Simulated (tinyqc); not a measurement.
Surface photovoltage measurement of the minority-carrier diffusion length in a wafer. Changing the back recombination velocity S_b. Computed by tinyqc, a small Python program. Command: `OMP_NUM_THREADS=1 python tinyqc.py 3130245 3130246 out.jsonl spv sweep`. One thread of a shared host (Intel(R) Xeon(R) Processor @ 2.30GHz), about 0.02 s of CPU time with the checks.

Low injection, steady light, a depletion layer much thinner than 1/alpha and L. The excess density dn is taken at the front edge of the neutral region; light that reaches the back is lost.

Inputs (values chosen for the exercise, modelled on p-type silicon at room temperature):

| quantity | value | unit |
|---|---|---|
| diffusion length L | 750 | micrometre |
| wafer thickness W | 625 | micrometre |
| diffusivity D | 31.8 | cm^2/s |
| front recombination velocity S_f | 340 | cm/s |
| photon flux entering | 9.6e+11 | 1/(cm^2 s) |
| minority density at the surface barrier scale n_0 | 1.3e+08 | 1/cm^3 |
| temperature T | 298 | K |
| wavelength | 817 | nm |
| relative noise of each reading | 1 | % |
| diffusion length after pair splitting over L | 0.94 | - |
| iron factor C | 1.03e+16 | micrometre^2/cm^3 |

normal deviates g for the noise: 0.86  2.54  2.34  0.21  -0.28  1.42  0.64

Constants: k_B = 8.617333262e-05 eV/K.

Method:
- alpha = (84.732/lambda - 76.417)^2 per cm with lambda in micrometre (an empirical fit for silicon between 0.7 and 1.05 micrometre).
- Thick wafer: dn = Phi L/((S_f + D/L)(L + 1/alpha)). Finite wafer, with s = S_b L/D, w = W/L, a = alpha L: dn = [Phi a/(a^2 - 1)] [a - B - exp(-alpha W)(a - s)/(cosh w + s sinh w)]/(S_f + B D/L), B = (sinh w + s cosh w)/(cosh w + s sinh w).
- Photovoltage V = (k_B T/e) ln(1 + dn/n_0). Lifetime = L^2/D.
- Readings y = (Phi/dn) (1 + noise x g) at 780, 830, 880, 920, 950, 975 and 995 nm; a least-squares line y = c (1/alpha + L_app) gives L_app = intercept/slope.
- Splitting iron-boron pairs in boron-doped silicon shortens L; with nothing else changing, [Fe] = C (1/L_after^2 - 1/L^2). It is evaluated with the true lengths and with the apparent ones (without noise), which differ when the wafer is not thick against L.

One run for each value:

| back recombination velocity S_b (cm/s) | apparent length L_app (micrometre) | B | dn, finite wafer (1/cm^3) | bias, apparent over true less 1 (rounded to 0.001) (%) |
|---|---|---|---|---|
| 1.00e+00 | 1380 | 0.684 | 1.506e+09 | -36.632 |
| 1.00e+01 | 1347 | 0.695 | 1.495e+09 | -35.984 |
| 1.00e+02 | 1111 | 0.791 | 1.402e+09 | -31.135 |
| 1.00e+03 | 633 | 1.165 | 1.127e+09 | -24.039 |
| 1.00e+04 | 473 | 1.420 | 9.935e+08 | -26.534 |
| 1.00e+05 | 454 | 1.461 | 9.748e+08 | -27.029 |
| 1.00e+06 | 452 | 1.465 | 9.728e+08 | -27.078 |
| 1.00e+07 | 451 | 1.466 | 9.726e+08 | -27.082 |

What does the table show?

Over the rows, apparent length L_app (micrometre) falls from 1380 to 451 (exponent d ln y / d ln x -0.011 between the first rows and -1.9e-4 between the last); B rises from 0.684 to 1.47 (exponent d ln y / d ln x 0.0070 between the first rows and 1.3e-4 between the last); dn, finite wafer (1/cm^3) falls from 1.51e9 to 9.73e8 (exponent d ln y / d ln x -0.0033 between the first rows and -8.7e-5 between the last).

Extremes, crossings and ranges named in words are read from the listed rows.
